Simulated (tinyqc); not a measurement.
Inside a calculation. Model: grain-boundary diffusion: Harrison regimes, Fisher and Le Claire analysis, Hart average. Computed by tinyqc, a small Python program that keeps every step. Command: `OMP_NUM_THREADS=1 python tinyqc.py 3000523 3000524 out.jsonl gbdiff walk`. One thread of a shared host (Intel(R) Xeon(R) Processor @ 2.30GHz), about 0.01 s of CPU time with the checks. Intermediate numbers are printed to about 5 digits and carried at full precision; extremes and crossings named in words are read from the listed rows.

A boundary is a slab of width delta with diffusivity D_b, normal to a surface held at constant concentration; it leaks into grains of diffusivity D.

Inputs (values chosen for the exercise, for a model polycrystal):
```
quantity                          value   unit
melting point T_m                  2850      K
lattice prefactor D0            7.3e-06  m^2/s
lattice activation energy E        4.76     eV
boundary prefactor D0b          2.5e-06  m^2/s
boundary activation energy E_b     2.54     eV
boundary width delta               0.52     nm
segregation factor s                  3      -
grain size d                        7.6     um
temperature T                      1920      K
time t                             2500      s
```

Constants: k_B = 8.617333262e-05 eV/K.

## Diffusivities

D = D0 exp(-E/(k_B T)), D_b = D0b exp(-E_b/(k_B T)). Triple product P = s delta D_b.

D = 2.3382e-18 m^2/s

D_b = 5.3794e-13 m^2/s

triple product P = 8.3919e-22 m^3/s

At T/T_m = 0.67 the boundary is 230000 times faster than the lattice.

## Regime

l = sqrt(D t); P = s delta D_b; alpha = s delta/(2 l); beta = P/(2 D l). Regime A if l > 3 d, C if alpha > 1, B if alpha < 0.1, l < d/4 and beta > 10, otherwise a transition.

lattice diffusion length l = 0.076455 um

alpha = 0.010202

beta = 2347.2

Regime: B

Boundaries are isolated and lose material sideways, so only the product P can be measured.

## Effective diffusivity

Hart average for parallel slabs: f = delta/d, D_eff = (s f D_b + (1 - f) D)/(1 - f + s f); share of the boundaries = s f D_b/(s f D_b + (1 - f) D); depth sqrt(D_eff t).

boundary fraction f = 6.8421e-05

D_eff = 1.1274e-16 m^2/s

share of the boundaries = 0.97927

depth sqrt(D_eff t) = 0.53090 um

Caution: outside regime A (which needs sqrt(D t) above about 3 d) the Hart average and its depth are formal: they describe a profile only in regime A or at steady state.

## Penetration along an isolated boundary

Fisher: the mean concentration falls as exp(-y/y_F), y_F = sqrt(P) (pi t/(4 D))^(1/4), with the boundary equation P d2c/dy2 = 2 c sqrt(D/(pi t)). Le Claire (from the Whipple solution): ln c falls as -(y/y_L)^(6/5) with P = 1.322 sqrt(D/t) y_L^2.

Fisher depth y_F = 4.9314 um

Le Claire depth y_L = 4.5560 um

The tail reaches 59.6 lattice lengths l; y_L/l = sqrt(2 beta/1.322).

## Whipple integral against the two closed forms

Whipple, boundary part of the mean concentration in units of c0 l per boundary, for D_b/D far above beta: c(eta) = (2 eta/sqrt(pi)) int_1^infinity exp(-eta^2/(4 u)) u^(-3/2) [exp(-Y^2)/sqrt(pi) - Y erfc(Y)] du with Y = (u - 1)/(2 beta), eta = y/l; w = eta/sqrt(beta). The last columns are -ln[c(y)/c(w = 1)] from the integral, from Fisher, (y - y1)/y_F, and from Le Claire, (y/y_L)^(6/5) - (y1/y_L)^(6/5), with y1 the depth at w = 1.

Tail of the profile:
```
w     y (um)           c  Whipple  Fisher  Le Claire
1.5    5.556  4.8332e-01    0.530  0.3756      0.489
2.0    7.408  2.8021e-01    1.075  0.7511      1.012
3.0   11.112  9.0205e-02    2.209  1.5023      2.135
4.0   14.816  2.7510e-02    3.396  2.2534      3.337
5.0   18.520  7.9776e-03    4.634  3.0045      4.601
6.0   22.225  2.2067e-03    5.919  3.7556      5.917
8.0   29.633  1.4812e-04    8.620  5.2579      8.679
10.0  37.041  8.4718e-06   11.482  6.7601     11.583
```

At w = 10 the integral has fallen by 11.48 in the logarithm, Fisher by 6.76 and Le Claire by 11.58: the true tail bends down faster than an exponential, which is why profiles are plotted against y^(6/5).

## Lattice against boundary over temperature

D_eff = (s f D_b + (1 - f) D)/(1 - f + s f), f = delta/d; share of the boundaries = s f D_b/(s f D_b + (1 - f) D).

Diffusivities (m^2/s):
```
T/T_m  T (K)           D         D_b       D_eff    share      regime
0.3      855  6.3916e-34  2.6667e-21  5.4729e-25  1.00000           C
0.4     1140  6.6075e-27  1.4756e-17  3.0284e-21  1.00000           C
0.5     1425  1.0683e-22  2.5987e-15  5.3345e-19  0.99980           C
0.6     1710  6.8307e-20  8.1650e-14  1.6826e-17  0.99594           B
0.7     1995  6.8959e-18  9.5803e-13  2.0352e-16  0.96612           B
0.8     2280  2.1962e-16  6.0737e-12  1.4661e-15  0.85023           B
0.9     2565  3.2415e-15  2.5544e-11  8.4833e-15  0.61797  transition
1.0     2850  2.7926e-14  8.0602e-11  4.4463e-14  0.37205  transition
```

The apparent activation energy of D_eff is 2.54 eV between the first rows and 3.66 eV between the last, against E_b = 2.54 and E = 4.76 eV. Among these rows boundaries carry most of the flux up to T/T_m = 0.9, the lattice above. Caution: the segregation factor is held fixed, although it falls with temperature. Caution: outside regime A, D_eff and the share of the boundaries hold only at steady state.

Checks made by the program: Le Claire's slope against the Whipple integral (relative difference 2e-02).
